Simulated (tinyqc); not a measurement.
Barrier and mass from two Fowler-Nordheim currents.

Problem. Fowler-Nordheim tunnelling through a dielectric follows J = A F^2 exp(-B/F), A = q^2 me/(16 pi^2 hbar m1 phi1) (A/V^2 with phi1 in volts), B = (4/3) sqrt(m1/C) phi1^1.5 (V/nm), C = hbar^2/(2 m0). Find B, A, phi1 and m1.

Parameters, values chosen for the exercise: emitter mass in the supply function me = 0.55 m0.

Constants: q = 1.602176634e-19 C, hbar = 1.054571817e-34 J s, m0 = 9.1093837015e-31 kg, hbar^2/(2 m0) = 0.0380998212 eV nm^2. Results are converted to the units shown.

J at F = 0.67 and 1.19 V/nm (A/cm^2): [0.0026822235, 220.97449]

Answer. The slope of ln(J/F^2) against 1/F is -B and the intercept gives A. A fixes the product m1 phi1, and B = (4/3) phi1 sqrt(m1 phi1/C) then gives phi1.

B = 15.6 V/nm
A = 7.66e-7 A/V^2
phi1 = 2.17 eV
m1 = 0.510 m0

tinyqc, about 0.04 s, one thread, Intel Xeon 2.30GHz (shared host): `OMP_NUM_THREADS=1 python tinyqc.py 2540156 2540157 out.jsonl`
